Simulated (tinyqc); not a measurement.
From growth per cycle back to sticking probability beta on free sites: atomic layer deposition: Langmuir saturation, growth per cycle and coating of deep features. Computed by tinyqc, a small Python program. Command: `OMP_NUM_THREADS=1 python tinyqc.py 3025377 3025378 out.jsonl ald inv`. One thread of a shared host (Intel(R) Xeon(R) Processor @ 2.30GHz), about 0.06 s of CPU time with the checks.

Precursor A sticks only on free sites, so a long enough pulse saturates; co-reactant B then frees the sites again.

Inputs (values chosen for the exercise, modelled on aluminium oxide from trimethylaluminium and water): precursor mass M = 72 u; site density q = 4.9 1/nm^2; growth per cycle at saturation G = 1 angstrom; precursor pressure p = 0.4 Pa; temperature T = 150 C; pulse time t = 0.01 s; co-reactant completion per pulse c_B = 0.99; desorption energy E_d = 1.54 eV; purge time t_p = 2.5 s.

Constants: u = 1.6605390666e-27 kg; k_B = 1.380649e-23 J/K; k_B = 8.617333262e-05 eV/K.

Method:
- Wall flux F = p/sqrt(2 pi M k_B T); rate of filling k_a = beta F/q; desorption k_d = 1e13 exp(-E_d/(k_B T)) per second. 1/m^2 = 1e-18/nm^2.
- Temperatures in kelvin are T(C) + 273.15.
- One cycle from coverage th0: pulse A gives th1 = th_s + (th0 - th_s) exp(-(k_a + k_d) t), th_s = k_a/(k_a + k_d); the purge leaves th2 = th1 exp(-k_d t_p); pulse B converts c_B th2 into film and leaves th3 = (1 - c_B) th2. Growth = G c_B th2.
- The periodic state has th0 = th3: th0 = (1 - c_B) e_p th_s (1 - e_a)/(1 - (1 - c_B) e_p e_a), with e_a = exp(-(k_a + k_d) t), e_p = exp(-k_d t_p).
- Share of impinging molecules used = q (th1 - th0)/(F t).

Question. A run gave the result below. Find the sticking probability beta on free sites, known to lie between 0.037 and 0.058.

growth per cycle = 0.3897784 angstrom

Answer.

Each step takes the trial c = (a f_b - b f_a)/(f_b - f_a), f being the result less the target and a, b, c the logarithms of the listed values; c replaces end b, the old b replaces a if the sign of f changed, and otherwise f_a is halved.

Scan of the range:
```
sticking probability beta on free sites  growth per cycle (angstrom)
0.0370                                                      0.364787
0.0399                                                      0.386869
0.0430                                                      0.409607
0.0463                                                      0.432866
0.0499                                                      0.457171
0.0538                                                      0.482301
0.0580                                                      0.508034
```

False position (Illinois rule, in the logarithm of the input) inside the bracket:
```
step      end a      end b      trial  growth per cycle (angstrom)
1     0.0399000  0.0430000  0.0402838                     0.389732
2     0.0430000  0.0402838  0.0402899                     0.389778
3     0.0430000  0.0402899  0.0402901                     0.389779
4     0.0402899  0.0402901  0.0402900                     0.389778
```

Growth per cycle rises at every point of a 13-point scan of the range (every second point is shown), so one value fits; it is bracketed by 0.0399 and 0.0430. Answer: sticking probability beta on free sites = 0.04029.
